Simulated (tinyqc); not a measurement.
## Trap spacing and activation energy from three currents

Inverse problem. In its exponential range, without heating, an amorphous layer of thickness ua passes I = (I0/2) exp[-(Ea - q V dz/(2 ua))/kB T]. Find dz, Ea and I0.

Inputs (values chosen for the exercise):
```
symbol,value,unit,meaning
ua,43,nm,amorphous thickness
```

Constants: q = 1.602176634e-19 C, kB = 1.380649e-23 J/K. Results are converted to the units shown.

I at (0.79 V, 300 K), (1.2 V, 300 K) and (1.2 V, 340 K) (nA): 82.124200  352.51548  1049.6648

Answer. The two voltages give dz/ua, the two temperatures the lowered barrier.

dz = 7.90 nm
Ea = 0.350 eV
I0 = 7.52 mA

Program tinyqc, `OMP_NUM_THREADS=1 python tinyqc.py 2490014 2490015 out.jsonl`; Intel Xeon 2.30GHz, shared host, one thread, about 0.01 s.
